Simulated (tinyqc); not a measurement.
# AlGaN/GaN HEMT with access regions, lumped model: effects of single changes

A polarisation-induced electron sheet under a Schottky gate, in series with two ungated access regions and contacts. Drift law v = mu E/(1 + mu E/vs) under the gate. Currents in mA/mm, resistances in ohm mm. No self-heating, no channel-length modulation; fits for polarisation, barrier and offset are chosen for the exercise.

Parameters, values chosen for the exercise; values close to those of AlGaN/GaN structures:
```
symbol  value        unit                                               meaning
x        0.29                                    aluminium share of the barrier
d          20          nm                                     barrier thickness
eps_r     9.2                      relative permittivity of barrier and channel
mu       1600  cm^2/(V s)                                      channel mobility
vs        1e7        cm/s                                   saturation velocity
Lg       0.15          um                                           gate length
Ls          1          um                                  source access length
Ld         16          um                                   drain access length
Rc       0.58      ohm mm                            resistance of each contact
ft          0              share of the drain-access electrons removed by traps
Vg          0           V                                          gate voltage
Ec        3.3       MV/cm                                        critical field
te       0.42          um          depth over which the depleted charge spreads
tf        500          nm                       insulator under the field plate
ei          7                           relative permittivity of that insulator
```

Constants: q = 1.602176634e-19 C, eps0 = 8.8541878128e-14 F/cm where lengths are in cm. Results are converted to the units shown.

Each table varies one quantity; the others keep the values above.

## Effect of the source access length

sigma = (5e13 x + 1.6e13 x^2) cm^-2, phiB = 0.84 + 1.3 x, dEc = 0.7 (1.71 x + x^2) in volts, Cb = eps0 eps_r/d, VT = phiB - dEc - q sigma/Cb, access density n0 = -Cb VT/q. Access resistance R(L, n) = L/(q mu n sqrt(1 - (I/(q n vs))^2)); Rs = Rc + R(Ls, n0), Rd = Rc + R(Ld, (1 - ft) n0). Vg' = Vg - I Rs, Vd' = Vd - I (Rs + Rd); with u = Vg' - VT, Vc = vs Lg/mu and w the smaller of Vd' and Vc [sqrt(1 + 2 u/Vc) - 1] (0 if negative), the channel gives (mu Cb/Lg)(u w - w^2/2)/(1 + w/Vc). I equals that channel current. Isat is I at Vd = 10 V, gm = dIsat/dVg, Ron the limit of Vd/I at small Vd.

The same in every row: VT (V) = -5.422; n0 (cm^-2) = 1.378e13.

Effect of the source access length:
```
Ls (um)	Ron (ohm mm)	Isat (mA/mm)	gm (mS/mm)
0.1	5.759	1383	29.84
0.3	5.815	1372	34.76
0.6	5.900	1354	44.51
1	6.014	1330	64.70
1.5	6.155	1296	115.4
2.5	6.438	1206	219.9
4	6.863	1087	197.0
```

As Ls goes from 0.1 to 4 um, Ron rises from 5.76 to 6.86 ohm mm, Isat falls from 1380 to 1090 mA/mm and gm goes from 29.8 through a maximum of 220 (at Ls = 2.5 um among the rows listed) to 197 mS/mm. The ceiling Cb vs is 407 mS/mm. In every row the power passes 5 W/mm, where self-heating, left out here, lowers the current. For Ls = 0.1 to 1.5 um the gated channel is not yet saturated at 10 V, because the access regions take the voltage, and gm drops.

## Effect of the gate voltage

Same model as above.

The same in every row: VT (V) = -5.422; n0 (cm^-2) = 1.378e13.

Effect of the gate voltage:
```
Vg (V)	Ron (ohm mm)	Isat (mA/mm)	gm (mS/mm)
-5	6.516	72.27	218.3
-4.1	6.145	288.4	252.7
-3.1	6.070	547.1	262.8
-2.2	6.043	785.2	265.6
-1.3	6.027	1024	264.7
-0.4	6.017	1261	259.8
0.6	6.009	1349	16.46
1.5	6.004	1358	5.669
```

As Vg goes from -5 to 1.5 V, Ron falls from 6.52 to 6.00 ohm mm, Isat rises from 72.3 to 1360 mA/mm and gm goes from 218 through a maximum of 266 (at Vg = -2.2 V among the rows listed) to 5.67 mS/mm. The ceiling Cb vs is 407 mS/mm. For Vg = -3.1 to 1.5 V the power passes 5 W/mm, where self-heating, left out here, lowers the current. For Vg = 0.6 to 1.5 V the gated channel is not yet saturated at 10 V, because the access regions take the voltage, and gm drops. At Vg = 1.5 V Vg comes within 0.2 V of phiB or passes it, so at low drain current, as for Ron, the Schottky gate would conduct.

## Field plate: effect of the aluminium share of the barrier

Off state: a depleted stretch that holds the voltage V has the peak field sqrt(k V), k = 2 q n0/(eps0 eps_r te), so one edge holds V1 = Ec^2/k. The sheet under the plate pinches off at Vf = q n0 (1/Cb + tf/(eps0 ei)); beyond it the gate edge is screened. BV = V1 if Vf >= V1, else Vf + V1, and at most Ec Ld.

The same in every row: Ec Ld (V) = 5280.

Results:
```
x	Vf (V)	V1 (V)	BV (V)
0.14	68.94	224.6	293.6
0.18	98.47	157.3	255.7
0.22	128.8	120.3	120.3
0.26	159.8	96.91	96.91
0.34	224.2	69.08	69.08
0.38	257.5	60.14	60.14
```

Estimate the missing row, x = 0.3.

Computed row:
```
x	Vf (V)	V1 (V)	BV (V)
0.3	191.6	80.82	80.82
```

With this row back in the table: BV falls from 294 to 60.1 V. The plate helps (Vf < V1) in 2 of the 7 rows, and the access length caps BV in 0. More sheet charge lowers Ron but steepens the field, so V1 falls.

Numbers from tinyqc (`OMP_NUM_THREADS=1 python tinyqc.py 2570026 2570027 out.jsonl`; about 0.01 s on one thread of a shared Intel Xeon 2.30GHz).
